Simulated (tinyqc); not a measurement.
Inside a calculation (part 1 of 2). Method: CIS on RHF in the sto-3g basis, for BeH2, spin multiplicity 1. Computed by tinyqc, a small Python program that keeps every step (integrals from PySCF). Settings: charge = 0, multiplicity = 1, basis = sto-3g, method = RHF, energy threshold = 1e-10, iteration cap = 77, orthogonalisation = symmetric, start = core, DIIS depth = 6. Command: `OMP_NUM_THREADS=1 python tinyqc.py 28554 28555 out.jsonl` (the two numbers bound the seeds that draw the settings). One thread of a shared host (Intel(R) Xeon(R) Processor @ 2.60GHz), about 0.06 s of CPU time with the checks. The early iterations of the SCF are left out here.

## One-electron integrals

Geometry (angstrom):
```
atom        x         y        z
Be    0.00000   0.00000  0.00000
H     0.00000   1.23100  0.01600
H     0.00000  -1.23100  0.01600
```

Basis sto-3g: exponents (1/bohr^2) and contraction coefficients of normalised primitives:
```
element  l (shell)  exponent  coefficient
Be           s (1)  30.16787      0.15433
Be           s (1)   5.49512      0.53533
Be           s (1)   1.48719      0.44463
Be           s (2)   1.31483     -0.09997
Be           s (2)   0.30554      0.39951
Be           s (2)   0.09937      0.70012
Be           p (3)   1.31483      0.15592
Be           p (3)   0.30554      0.60768
Be           p (3)   0.09937      0.39196
H            s (1)   3.42525      0.15433
H            s (1)   0.62391      0.53533
H            s (1)   0.16886      0.44463
```

Overlap, kinetic and nuclear-attraction integrals over the contracted functions; the nuclear repulsion is the sum of Za Zb / Rab.

nuclear repulsion = 3.6536545 hartree

overlap S:
```
          1Be 1s   1Be 2s  1Be 2px   1Be 2py  1Be 2pz    2H 1s     3H 1s
1Be 1s   1.00000  0.25952  0.00000   0.00000  0.00000  0.08841   0.08841
1Be 2s   0.25952  1.00000  0.00000   0.00000  0.00000  0.50455   0.50455
1Be 2px  0.00000  0.00000  1.00000   0.00000  0.00000  0.00000   0.00000
1Be 2py  0.00000  0.00000  0.00000   1.00000  0.00000  0.55389  -0.55389
1Be 2pz  0.00000  0.00000  0.00000   0.00000  1.00000  0.00720   0.00720
2H 1s    0.08841  0.50455  0.00000   0.55389  0.00720  1.00000   0.05316
3H 1s    0.08841  0.50455  0.00000  -0.55389  0.00720  0.05316   1.00000
```

kinetic energy T (hartree):
```
           1Be 1s    1Be 2s  1Be 2px   1Be 2py  1Be 2pz     2H 1s     3H 1s
1Be 1s    6.69397  -0.03301  0.00000   0.00000  0.00000  -0.01627  -0.01627
1Be 2s   -0.03301   0.21111  0.00000   0.00000  0.00000   0.08708   0.08708
1Be 2px   0.00000   0.00000  0.66059   0.00000  0.00000   0.00000   0.00000
1Be 2py   0.00000   0.00000  0.00000   0.66059  0.00000   0.23168  -0.23168
1Be 2pz   0.00000   0.00000  0.00000   0.00000  0.66059   0.00301   0.00301
2H 1s    -0.01627   0.08708  0.00000   0.23168  0.00301   0.76003  -0.01088
3H 1s    -0.01627   0.08708  0.00000  -0.23168  0.00301  -0.01088   0.76003
```

nuclear attraction V (hartree):
```
            1Be 1s    1Be 2s   1Be 2px   1Be 2py   1Be 2pz     2H 1s     3H 1s
1Be 1s   -15.42077  -2.12234   0.00000   0.00000  -0.00055  -0.72632  -0.72632
1Be 2s    -2.12234  -3.09760   0.00000   0.00000  -0.00420  -1.56301  -1.56301
1Be 2px    0.00000   0.00000  -2.99321   0.00000   0.00000   0.00000   0.00000
1Be 2py    0.00000   0.00000   0.00000  -3.25092   0.00000  -1.68126   1.68126
1Be 2pz   -0.00055  -0.00420   0.00000   0.00000  -2.99325  -0.02244  -0.02244
2H 1s     -0.72632  -1.56301   0.00000  -1.68126  -0.02244  -3.13973  -0.19120
3H 1s     -0.72632  -1.56301   0.00000   1.68126  -0.02244  -0.19120  -3.13973
```

core Hamiltonian H = T + V (hartree):
```
           1Be 1s    1Be 2s   1Be 2px   1Be 2py   1Be 2pz     2H 1s     3H 1s
1Be 1s   -8.72680  -2.15536   0.00000   0.00000  -0.00055  -0.74260  -0.74260
1Be 2s   -2.15536  -2.88649   0.00000   0.00000  -0.00420  -1.47593  -1.47593
1Be 2px   0.00000   0.00000  -2.33262   0.00000   0.00000   0.00000   0.00000
1Be 2py   0.00000   0.00000   0.00000  -2.59032   0.00000  -1.44958   1.44958
1Be 2pz  -0.00055  -0.00420   0.00000   0.00000  -2.33266  -0.01943  -0.01943
2H 1s    -0.74260  -1.47593   0.00000  -1.44958  -0.01943  -2.37970  -0.20208
3H 1s    -0.74260  -1.47593   0.00000   1.44958  -0.01943  -0.20208  -2.37970
```

## Two-electron integrals

Functions are numbered as in S; the eight-fold symmetry (ij|kl) = (ji|kl) = (kl|ij) leaves the list below.

Two-electron integrals (ij|kl) in chemists' order, unique and non-zero (hartree):
```
(11|11) 2.29883     (21|11) 0.39204     (21|21) 0.07954     (22|11) 0.57099
(22|21) 0.14304     (22|22) 0.41768     (31|31) 0.01461     (32|31) 0.02189
(32|32) 0.09226     (33|11) 0.56958     (33|21) 0.14308     (33|22) 0.41759
(33|33) 0.44986     (41|41) 0.01461     (42|41) 0.02189     (42|42) 0.09226
(43|43) 0.02425     (44|11) 0.56958     (44|21) 0.14308     (44|22) 0.41759
(44|33) 0.40136     (44|44) 0.44986     (51|51) 0.01461     (52|51) 0.02189
(52|52) 0.09226     (53|53) 0.02425     (54|54) 0.02425     (55|11) 0.56958
(55|21) 0.14308     (55|22) 0.41759     (55|33) 0.40136     (55|44) 0.40136
(55|55) 0.44986     (61|11) 0.13287     (61|21) 0.02690     (61|22) 0.04858
(61|33) 0.04822     (61|41) 0.00245     (61|42) 0.00451     (61|44) 0.04933
(61|51) 3.18e-05    (61|52) 0.00006     (61|54) 1.43e-05    (61|55) 0.04822
(61|61) 0.00956     (62|11) 0.26003     (62|21) 0.06576     (62|22) 0.20210
(62|33) 0.19520     (62|41) 0.00866     (62|42) 0.04815     (62|44) 0.21573
(62|51) 0.00011     (62|52) 0.00063     (62|54) 0.00027     (62|55) 0.19520
(62|61) 0.02448     (62|62) 0.13420     (63|31) 0.00677     (63|32) 0.02967
(63|43) 0.00887     (63|53) 0.00012     (63|63) 0.01420     (64|11) 0.25848
(64|21) 0.06629     (64|22) 0.21388     (64|33) 0.20135     (64|41) 0.01435
(64|42) 0.07593     (64|44) 0.23871     (64|51) 0.00010     (64|52) 0.00060
(64|54) 0.00037     (64|55) 0.20135     (64|61) 0.02609     (64|62) 0.16308
(64|64) 0.20768     (65|11) 0.00336     (65|21) 0.00086     (65|22) 0.00278
(65|33) 0.00262     (65|41) 0.00010     (65|42) 0.00060     (65|44) 0.00287
(65|51) 0.00677     (65|52) 0.02968     (65|54) 0.00887     (65|55) 0.00285
(65|61) 0.00034     (65|62) 0.00212     (65|64) 0.00251     (65|65) 0.01423
(66|11) 0.42360     (66|21) 0.10917     (66|22) 0.36988     (66|33) 0.34340
(66|41) 0.01883     (66|42) 0.12721     (66|44) 0.42247     (66|51) 0.00024
(66|52) 0.00165     (66|54) 0.00103     (66|55) 0.34341     (66|61) 0.04221
(66|62) 0.29853     (66|64) 0.38860     (66|65) 0.00505     (66|66) 0.77461
(71|11) 0.13287     (71|21) 0.02690     (71|22) 0.04858     (71|33) 0.04822
(71|41) -0.00245    (71|42) -0.00451    (71|44) 0.04933     (71|51) 3.18e-05
(71|52) 0.00006     (71|54) -1.43e-05   (71|55) 0.04822     (71|61) 0.00869
(71|62) 0.02067     (71|64) 0.01984     (71|65) 0.00029     (71|66) 0.03355
(71|71) 0.00956     (72|11) 0.26003     (72|21) 0.06576     (72|22) 0.20210
(72|33) 0.19520     (72|41) -0.00866    (72|42) -0.04815    (72|44) 0.21573
(72|51) 0.00011     (72|52) 0.00063     (72|54) -0.00027    (72|55) 0.19520
(72|61) 0.02067     (72|62) 0.07716     (72|64) 0.07258     (72|65) 0.00120
(72|66) 0.12936     (72|71) 0.02448     (72|72) 0.13420     (73|31) 0.00677
(73|32) 0.02967     (73|43) -0.00887    (73|53) 0.00012     (73|63) 0.00687
(73|73) 0.01420     (74|11) -0.25848    (74|21) -0.06629    (74|22) -0.21388
(74|33) -0.20135    (74|41) 0.01435     (74|42) 0.07593     (74|44) -0.23871
(74|51) -0.00010    (74|52) -0.00060    (74|54) 0.00037     (74|55) -0.20135
(74|61) -0.01984    (74|62) -0.07258    (74|64) -0.06358    (74|65) -0.00111
(74|66) -0.11748    (74|71) -0.02609    (74|72) -0.16308    (74|74) 0.20768
(75|11) 0.00336     (75|21) 0.00086     (75|22) 0.00278     (75|33) 0.00262
(75|41) -0.00010    (75|42) -0.00060    (75|44) 0.00287     (75|51) 0.00677
(75|52) 0.02968     (75|54) -0.00887    (75|55) 0.00285     (75|61) 0.00029
(75|62) 0.00120     (75|64) 0.00111     (75|65) 0.00689     (75|66) 0.00207
(75|71) 0.00034     (75|72) 0.00212     (75|74) -0.00251    (75|75) 0.01423
(76|11) 0.03451     (76|21) 0.00851     (76|22) 0.02363     (76|33) 0.02324
(76|44) 0.02442     (76|51) 2.75e-05    (76|52) 0.00013     (76|55) 0.02324
(76|61) 0.00290     (76|62) 0.01173     (76|64) 0.01263     (76|65) 0.00020
(76|66) 0.02207     (76|71) 0.00290     (76|72) 0.01173     (76|74) -0.01263
(76|75) 0.00020     (76|76) 0.00137     (77|11) 0.42360     (77|21) 0.10917
(77|22) 0.36988     (77|33) 0.34340     (77|41) -0.01883    (77|42) -0.12721
(77|44) 0.42247     (77|51) 0.00024     (77|52) 0.00165     (77|54) -0.00103
(77|55) 0.34341     (77|61) 0.03355     (77|62) 0.12936     (77|64) 0.11748
(77|65) 0.00207     (77|66) 0.21482     (77|71) 0.04221     (77|72) 0.29853
(77|74) -0.38860    (77|75) 0.00505     (77|76) 0.02207     (77|77) 0.77461
```

## Orthogonalisation

S = U s U^T; symmetric (Loewdin) form X = U s^(-1/2) U^T, so that X^T S X = 1.

eigenvalues of S: 0.18965  0.29710  0.92654  1.00000  1.00016  1.75719  1.82935

X:
```
           1Be 1s    1Be 2s  1Be 2px   1Be 2py   1Be 2pz     2H 1s     3H 1s
1Be 1s    1.02798  -0.15118  0.00000   0.00000  -0.00022   0.01253   0.01253
1Be 2s   -0.15118   1.32825  0.00000   0.00000   0.00425  -0.36920  -0.36920
1Be 2px   0.00000   0.00000  1.00000   0.00000   0.00000   0.00000   0.00000
1Be 2py   0.00000   0.00000  0.00000   1.49918   0.00000  -0.54483   0.54483
1Be 2pz  -0.00022   0.00425  0.00000   0.00000   1.00006  -0.00521  -0.00521
2H 1s     0.01253  -0.36920  0.00000  -0.54483  -0.00521   1.40398  -0.14749
3H 1s     0.01253  -0.36920  0.00000   0.54483  -0.00521  -0.14749   1.40398
```

## Iteration 7 (converged): orbitals

converged F (hartree):
```
           1Be 1s    1Be 2s  1Be 2px   1Be 2py   1Be 2pz     2H 1s     3H 1s
1Be 1s   -4.51342  -1.28839  0.00000   0.00000   0.00027  -0.45004  -0.45004
1Be 2s   -1.28839  -0.65454  0.00000   0.00000  -0.00353  -0.46224  -0.46224
1Be 2px   0.00000   0.00000  0.20872   0.00000   0.00000   0.00000   0.00000
1Be 2py   0.00000   0.00000  0.00000  -0.28289   0.00000  -0.34723   0.34723
1Be 2pz   0.00027  -0.00353  0.00000   0.00000   0.20866  -0.00373  -0.00373
2H 1s    -0.45004  -0.46224  0.00000  -0.34723  -0.00373  -0.36490  -0.07730
3H 1s    -0.45004  -0.46224  0.00000   0.34723  -0.00373  -0.07730  -0.36490
```

Diagonalise F' = X^T F X, C = X C', fill 3 alpha and 3 beta electrons from the bottom; D = 2 C_occ C_occ^T. Each column has its largest component positive (the first on a tie).

F' = X^T F X (hartree):
```
          1         2        3         4         5         6         7
1  -4.40386  -0.67536  0.00000   0.00000   0.00054  -0.09956  -0.09956
2  -0.67536  -0.05483  0.00000   0.00000   0.00163  -0.36651  -0.36651
3   0.00000   0.00000  0.20872   0.00000   0.00000   0.00000   0.00000
4   0.00000   0.00000  0.00000   0.32793   0.00000  -0.53962   0.53962
5   0.00054   0.00163  0.00000   0.00000   0.20873  -0.00476  -0.00476
6  -0.09956  -0.36651  0.00000  -0.53962  -0.00476   0.14457  -0.16924
7  -0.09956  -0.36651  0.00000   0.53962  -0.00476  -0.16924   0.14457
```

orbital energies (hartree): MO1 -4.51693, MO2 -0.47498, MO3 -0.44229, MO4 0.20865, MO5 0.20872, MO6 0.50864, MO7 1.08404

coefficients C:
```
              MO1       MO2       MO3       MO4      MO5       MO6       MO7
1Be 1s    0.99175  -0.23387   0.00000   0.00512  0.00000  -0.20405   0.00000
1Be 2s    0.03124   0.53229   0.00000  -0.02431  0.00000   1.33224   0.00000
1Be 2px   0.00000   0.00000   0.00000   0.00000  1.00000   0.00000   0.00000
1Be 2py   0.00000   0.00000   0.50783   0.00000  0.00000   0.00000   1.60727
1Be 2pz  -0.00001   0.00320   0.00000   0.99972  0.00000   0.02730   0.00000
2H 1s    -0.00150   0.39734   0.39585   0.00933  0.00000  -0.87630  -1.15917
3H 1s    -0.00150   0.39734  -0.39585   0.00933  0.00000  -0.87630   1.15917
```

D after iteration 7:
```
           1Be 1s    1Be 2s  1Be 2px   1Be 2py   1Be 2pz     2H 1s     3H 1s
1Be 1s    2.07650  -0.18700  0.00000   0.00000  -0.00153  -0.18883  -0.18883
1Be 2s   -0.18700   0.56862  0.00000   0.00000   0.00340   0.42291   0.42291
1Be 2px   0.00000   0.00000  0.00000   0.00000   0.00000   0.00000   0.00000
1Be 2py   0.00000   0.00000  0.00000   0.51578   0.00000   0.40205  -0.40205
1Be 2pz  -0.00153   0.00340  0.00000   0.00000   0.00002   0.00254   0.00254
2H 1s    -0.18883   0.42291  0.00000   0.40205   0.00254   0.62915   0.00238
3H 1s    -0.18883   0.42291  0.00000  -0.40205   0.00254   0.00238   0.62915
```

## Convergence

Stop when the energy changes by less than 1e-10 hartree and every element of the error matrix X^T (F D S - S D F) X is below 3e-06.

Course of the cycle:
```
iteration  E (hartree)     change  largest element of the error matrix
1          -15.2726773          -                             5.10e-01
2          -15.5550980  -2.82e-01                             5.88e-02
3          -15.5581110  -3.01e-03                             1.30e-03
4          -15.5581157  -4.70e-06                             2.00e-04
5          -15.5581158  -1.42e-07                             2.30e-05
6          -15.5581158  -1.60e-09                             2.55e-06
7          -15.5581158  -1.32e-11                             2.78e-09
```

PySCF RHF in the same basis = -15.5581158 hartree

Converged in 7 iterations.

## Integrals over molecular orbitals

(pq|rs) = sum C_ip C_jq C_kr C_ls (ij|kl), one index at a time.

one-electron integrals over orbitals h = C^T H C (hartree):
```
          1         2         3         4         5         6         7
1  -8.71501   0.23701   0.00000  -0.00569   0.00000   0.18202   0.00000
2   0.23701  -2.54651   0.00000  -0.00038   0.00000  -0.13007   0.00000
3   0.00000   0.00000  -2.51606   0.00000   0.00000   0.00000  -0.25378
4  -0.00569  -0.00038   0.00000  -2.33252   0.00000  -0.00577   0.00000
5   0.00000   0.00000   0.00000   0.00000  -2.33262   0.00000   0.00000
6   0.18202  -0.13007   0.00000  -0.00577   0.00000  -1.91879   0.00000
7   0.00000   0.00000  -0.25378   0.00000   0.00000   0.00000  -1.74086
```

Two-electron integrals over orbitals (pq|rs), unique and non-zero (hartree):
```
(11|11) 2.27140     (21|11) -0.20733    (21|21) 0.02900     (22|11) 0.50471
(22|21) -0.00748    (22|22) 0.41012     (31|31) 0.00666     (32|31) 0.01604
(32|32) 0.16620     (33|11) 0.47647     (33|21) -0.00308    (33|22) 0.42360
(33|33) 0.44651     (41|11) 0.00440     (41|21) -0.00054    (41|22) 0.00048
(41|33) 0.00028     (41|41) 0.01577     (42|11) -0.00143    (42|21) 0.00021
(42|22) 0.00141     (42|33) 0.00122     (42|41) 0.01553     (42|42) 0.05073
(43|31) -4.29e-06   (43|32) 0.00115     (43|43) 0.01569     (44|11) 0.56914
(44|21) -0.00854    (44|22) 0.37681     (44|33) 0.36573     (44|41) -0.00061
(44|42) -0.00262    (44|44) 0.44992     (51|51) 0.01577     (52|51) 0.01554
(52|52) 0.05073     (53|53) 0.01568     (54|51) -0.00038    (54|52) -0.00098
(54|54) 0.02427     (55|11) 0.56917     (55|21) -0.00854    (55|22) 0.37685
(55|33) 0.36574     (55|41) 0.00014     (55|42) -0.00065    (55|44) 0.40135
(55|55) 0.44986     (61|11) -0.16923    (61|21) 0.02437     (61|22) -0.00719
(61|33) -0.00474    (61|41) -0.00016    (61|42) 0.00041     (61|44) -0.00406
(61|55) -0.00404    (61|61) 0.02084     (62|11) 0.09623     (62|21) -0.00692
(62|22) -0.03007    (62|33) -0.05239    (62|41) 0.00038     (62|42) -0.00018
(62|44) 0.04440     (62|55) 0.04445     (62|61) -0.00287    (62|62) 0.07560
(63|31) -0.00414    (63|32) -0.09684    (63|43) -0.00094    (63|63) 0.08310
(64|11) 0.00174     (64|21) 0.00005     (64|22) 0.00062     (64|33) -0.00012
(64|41) 0.01620     (64|42) 0.04760     (64|44) -0.00093    (64|55) 0.00050
(64|61) 0.00038     (64|62) 0.00208     (64|64) 0.05106     (65|51) 0.01622
(65|52) 0.04767     (65|54) -0.00072    (65|65) 0.05112     (66|11) 0.48005
(66|21) -0.00623    (66|22) 0.40627     (66|33) 0.41717     (66|41) 0.00094
(66|42) 0.00297     (66|44) 0.37307     (66|55) 0.37316     (66|61) -0.00548
(66|62) -0.03953    (66|64) 0.00197     (66|66) 0.41956     (71|31) 0.01208
(71|32) 0.02149     (71|43) -0.00009    (71|63) -0.00341    (71|71) 0.02257
(72|31) 0.00273     (72|32) -0.04716    (72|43) -0.00127    (72|63) 0.06109
(72|71) 0.00655     (72|72) 0.05651     (73|11) 0.13214     (73|21) -0.00572
(73|22) -0.01029    (73|33) -0.02500    (73|41) -0.00013    (73|42) -0.00190
(73|44) 0.05296     (73|55) 0.05294     (73|61) -0.00286    (73|62) 0.07064
(73|64) 0.00051     (73|66) -0.03102    (73|73) 0.08031     (74|31) -0.00038
(74|32) -0.00325    (74|43) 0.01390     (74|63) 0.00186     (74|71) -0.00060
(74|72) 0.00043     (74|74) 0.01629     (75|53) 0.01392     (75|75) 0.01622
(76|31) 0.01215     (76|32) 0.14387     (76|43) 0.00135     (76|63) -0.09792
(76|71) 0.01607     (76|72) -0.05993    (76|74) -0.00281    (76|76) 0.14273
(77|11) 0.59009     (77|21) -0.00978    (77|22) 0.44126     (77|33) 0.46079
(77|41) 0.00007     (77|42) 0.00020     (77|44) 0.39674     (77|55) 0.39671
(77|61) -0.00922    (77|62) -0.04660    (77|64) -0.00097    (77|66) 0.44719
(77|73) -0.02047    (77|77) 0.50483
```

## CIS matrix, singlets

A(ia,jb) = (e_a - e_i) d_ij d_ab + 2 (ia|jb) - (ij|ab).

CIS matrix A, singlet (hartree):
```
          1>4      1>5       1>6       1>7       2>4      2>5       2>6       2>7
1>4   4.18798  0.00000  -0.00207   0.00000   0.03961  0.00000   0.00071   0.00000
1>5   0.00000  4.18801   0.00000   0.00000   0.00000  0.03962   0.00000   0.00000
1>6  -0.00207  0.00000   4.58719   0.00000   0.00077  0.00000   0.00048   0.00000
1>7   0.00000  0.00000   0.00000   5.05601   0.00000  0.00000   0.00000   0.02288
2>4   0.03961  0.00000   0.00077   0.00000   0.40826  0.00000  -0.00098   0.00000
2>5   0.00000  0.03962   0.00000   0.00000   0.00000  0.40831   0.00000   0.00000
2>6   0.00071  0.00000   0.00048   0.00000  -0.00098  0.00000   0.72855   0.00000
2>7   0.00000  0.00000   0.00000   0.02288   0.00000  0.00000   0.00000   1.23078
3>4   0.00000  0.00000   0.00000   0.00020   0.00000  0.00000   0.00000   0.00070
3>5   0.00000  0.00000   0.00000   0.00000   0.00000  0.00000   0.00000   0.00000
3>6   0.00000  0.00000   0.00000  -0.01897   0.00000  0.00000   0.00000  -0.02169
3>7   0.00012  0.00000  -0.01787   0.00000  -0.00055  0.00000  -0.00258   0.00000

          3>4      3>5       3>6       3>7
1>4   0.00000  0.00000   0.00000   0.00012
1>5   0.00000  0.00000   0.00000   0.00000
1>6   0.00000  0.00000   0.00000  -0.01787
1>7   0.00020  0.00000  -0.01897   0.00000
2>4   0.00000  0.00000   0.00000  -0.00055
2>5   0.00000  0.00000   0.00000   0.00000
2>6   0.00000  0.00000   0.00000  -0.00258
2>7   0.00070  0.00000  -0.02169   0.00000
3>4   0.31660  0.00000  -0.00176   0.00000
3>5   0.00000  0.31663   0.00000   0.00000
3>6  -0.00176  0.00000   0.69996   0.00000
3>7   0.00000  0.00000   0.00000   1.22617
```

## CIS singlet states

dipole integrals <i|r|a> (bohr):
```
           x         y         z
1>4  0.00000   0.00000   0.15239
1>5  0.15242   0.00000   0.00000
1>6  0.00000   0.00000   0.00304
1>7  0.00000   0.13184   0.00000
2>4  0.00000   0.00000   0.96783
2>5  0.96793   0.00000   0.00000
2>6  0.00000   0.00000   0.00859
2>7  0.00000  -0.52686   0.00000
3>4  0.00000   0.00658   0.00000
3>5  0.00000   0.00000   0.00000
3>6  0.00000  -1.02614   0.00000
3>7  0.00000   0.00000  -0.02529
```

Diagonalise A (1 hartree = 27.211386 eV); each vector has its largest component positive (the first on a tie). The transition dipole is mu = sqrt2 sum c_ia <i|r|a>.

singlet excitation energies (eV): 8.61486  8.61592  11.09803  11.09936  19.02104  19.82454  33.36345  33.51138  113.97171  113.97287  124.82672  137.58694

lowest vectors:
```
      state 1  state 2   state 3   state 4   state 5   state 6
1>4   0.00000  0.00000  -0.01048   0.00000   0.00000  -0.00017
1>5   0.00000  0.00000   0.00000  -0.01048   0.00000   0.00000
1>6   0.00000  0.00000  -0.00019   0.00000   0.00000  -0.00010
1>7  -0.00002  0.00000   0.00000   0.00000   0.00414   0.00000
2>4   0.00000  0.00000   0.99994   0.00000   0.00000  -0.00310
2>5   0.00000  0.00000   0.00000   0.99995   0.00000   0.00000
2>6   0.00000  0.00000   0.00309   0.00000   0.00000   0.99998
2>7  -0.00066  0.00000   0.00000   0.00000   0.04058   0.00000
3>4   0.99999  0.00000   0.00000   0.00000  -0.00451   0.00000
3>5   0.00000  1.00000   0.00000   0.00000   0.00000   0.00000
3>6   0.00454  0.00000   0.00000   0.00000   0.99916   0.00000
3>7   0.00000  0.00000   0.00068   0.00000   0.00000   0.00519
```

oscillator strengths 2/3 w |mu|^2: 0.00000  0.00000  0.50764  0.50780  1.02001  0.00003

Within a degenerate level the vectors are fixed only up to a rotation; this is one choice.
